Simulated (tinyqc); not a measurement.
Worked calculation: sp3 tight binding, zinc-blende lattice. One step of it, computed by the program tinyqc.

Problem. Bloch Hamiltonian at k. Slater-Koster rules over the four bonds with direction cosines (l, m, n): ss V_ss; s-px l V_sp; px-s -l V_sp; px-px l^2 V_pps + (1 - l^2) V_ppp; px-py l m (V_pps - V_ppp); each times exp(i k.d).

Parameters chosen for this model: zinc-blende lattice, anion at 0, cation at a/4 (1,1,1); V = eta hbar^2 / (m d^2), hbar^2/m = 7.619964 eV angstrom^2:
```
parameter          value      unit
a               5.200000  angstrom
d               2.251666  angstrom
Es anion      -14.530000        eV
Ep anion       -5.870000        eV
Es cation     -14.530000        eV
Ep cation      -5.870000        eV
eta ss         -1.400000
eta sp          1.840000
eta pp sigma    3.240000
eta pp pi      -0.810000
V ss           -2.104132        eV
V sp            2.765431        eV
V pp sigma      4.869563        eV
V pp pi        -1.217391        eV
```

k point k (2 pi / a): [-0.550000, 0.180000, 0.590000]

Give: H(k) at k.

Solution.

H(k) at k (eV), order a s, a px, a py, a pz, c s, c px, c py, c pz:
```
[[-14.5300, 0.0000, 0.0000, 0.0000, -3.1516-1.4279i, -0.9254-2.8001i, 3.7293+0.6948i, 0.8135+3.1851i],
 [0.0000, -5.8700, 0.0000, 0.0000, 0.9254+2.8001i, 1.2156+0.5507i, 1.0338+4.0477i, 4.7392+0.8829i],
 [0.0000, 0.0000, -5.8700, 0.0000, -3.7293-0.6948i, 1.0338+4.0477i, 1.2156+0.5507i, -1.1760-3.5583i],
 [0.0000, 0.0000, 0.0000, -5.8700, -0.8135-3.1851i, 4.7392+0.8829i, -1.1760-3.5583i, 1.2156+0.5507i],
 [-3.1516+1.4279i, 0.9254-2.8001i, -3.7293+0.6948i, -0.8135+3.1851i, -14.5300, 0.0000, 0.0000, 0.0000],
 [-0.9254+2.8001i, 1.2156-0.5507i, 1.0338-4.0477i, 4.7392-0.8829i, 0.0000, -5.8700, 0.0000, 0.0000],
 [3.7293-0.6948i, 1.0338-4.0477i, 1.2156-0.5507i, -1.1760+3.5583i, 0.0000, 0.0000, -5.8700, 0.0000],
 [0.8135-3.1851i, 4.7392-0.8829i, -1.1760+3.5583i, 1.2156-0.5507i, 0.0000, 0.0000, 0.0000, -5.8700]]
```
